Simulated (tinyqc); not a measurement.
Free and trapped electrons in a MOS channel with a dense trap tail: one step of the calculation.

p-type body, charge-sheet picture, full ionisation (an idealisation for deep acceptors), Boltzmann statistics for free electrons. e = Ec - EF at the surface. Acceptor-like traps of density D(E) = D0 + De exp(-E/Ew) at depth E below Ec, from 0 to Eu, hold n_t = integral of D(E)/(1 + exp((e - E)/Vt)). psi = Eg - Vt ln(Nv/Na) - e; N_dep = sqrt(2 eps0 eps_r Na (psi - Vt)/q); n_f = sqrt(N_dep^2 + 2 eps0 eps_r Vt Nc exp(-e/Vt)/q) - N_dep; Vg = Vfb + psi + q (N_dep + n_t + n_f)/Cox, Cox = eps0 eox/tox.

Question. Charges and gate voltage. psi, N_dep, n_f and Vg as defined, with the n_t given; free share n_f/(n_f + n_t); apparent mobility mf n_f/(n_f + n_t); gate voltage spent on traps q n_t/Cox.

Values chosen for this exercise; band and dielectric values close to those of 4H silicon carbide: temperature T = 400 K; band gap Eg = 3.24 eV; relative permittivity eps_r = 9.84; conduction-band density of states at T Nc = 2.66e19 cm^-3; valence-band density of states at T Nv = 3.88e19 cm^-3; relative permittivity of the insulator eox = 3.9; insulator thickness tox = 26 nm; acceptor density Na = 4e15 cm^-3; flat-band voltage without trapped charge Vfb = -2.43 V; mobility of free electrons mf = 140 cm^2/(V s); Ec - EF at the surface e = 0.226 eV.

Constants: q = 1.602176634e-19 C, kB = 1.380649e-23 J/K, Vt = kB T/q, eps0 = 8.8541878128e-14 F/cm where lengths are in cm. Results are converted to the units shown.

n_t = 4.6047684e10 cm^-2

Give: psi; N_dep; n_f; Vg; free share; apparent mobility; gate voltage spent on traps.

Answer.

psi = 2.698 V
N_dep = 3.404e11 cm^-2
n_f = 2.021e10 cm^-2
Vg = 0.7581 V
free share = 30.50 %
apparent mobility = 42.71 cm^2/(V s)
gate voltage spent on traps = 0.05555 V

Numbers from tinyqc (`OMP_NUM_THREADS=1 python tinyqc.py 2222138 2222139 out.jsonl`; about 0.02 s on one thread of a shared Intel Xeon 2.30GHz).
